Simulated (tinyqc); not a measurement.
G0W0 on RHF in the sto-3g basis, for H2, spin multiplicity 1, step by step. One step of it, computed by the program tinyqc.

Task: Iteration 2 (converged): orbitals. Diagonalise F' = X^T F X, C = X C', fill 1 alpha and 1 beta electrons from the bottom; D = 2 C_occ C_occ^T. Each column has its largest component positive (the first on a tie).

converged F (hartree):
```
           1H 1s      2H 1s
1H 1s  -0.296106  -0.530238
2H 1s  -0.530238  -0.296106
```

X:
```
               1         2
1H 1s   1.080341  0.564045
2H 1s  -1.080341  0.564045
```

Give: F' = X^T F X; orbital energies; coefficients C; D after iteration 2.

Result:

F' = X^T F X (hartree):
```
       1       2
1  0.547   0.000
2  0.000  -0.526
```

orbital energies (hartree): MO1 -0.526, MO2 0.547

coefficients C:
```
         MO1     MO2
1H 1s  0.564   1.080
2H 1s  0.564  -1.080
```

D after iteration 2:
```
       1H 1s  2H 1s
1H 1s  0.636  0.636
2H 1s  0.636  0.636
```
